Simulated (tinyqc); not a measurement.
## Gate voltage from the surface potential

Inverse problem. At the source end, Vgs + Vsb - Vfb - psi = gamma sqrt(G), G = psi - Vt + Vt exp((psi - 2 phiF - Vsb)/Vt), and the voltage over the insulator is gamma sqrt(G). Find that voltage and Vgs.

Inputs (values chosen for the exercise): temperature T = 273 K; flat-band voltage Vfb = -0.87 V; source-body reverse bias Vsb = 0.3 V.

Constants: q = 1.602176634e-19 C, kB = 1.380649e-23 J/K, Vt = kB T/q. Results are converted to the units shown.

psi = 1.0717980 V
phiF = 0.38250051 V
gamma = 0.084885040 V^0.5

Answer. In this direction the relation is explicit: no iteration is needed.

voltage over the insulator = 0.0882 V
Vgs = -0.0100 V

Program tinyqc, `OMP_NUM_THREADS=1 python tinyqc.py 2360014 2360015 out.jsonl`; Intel Xeon 2.30GHz, shared host, one thread, about 0.03 s.
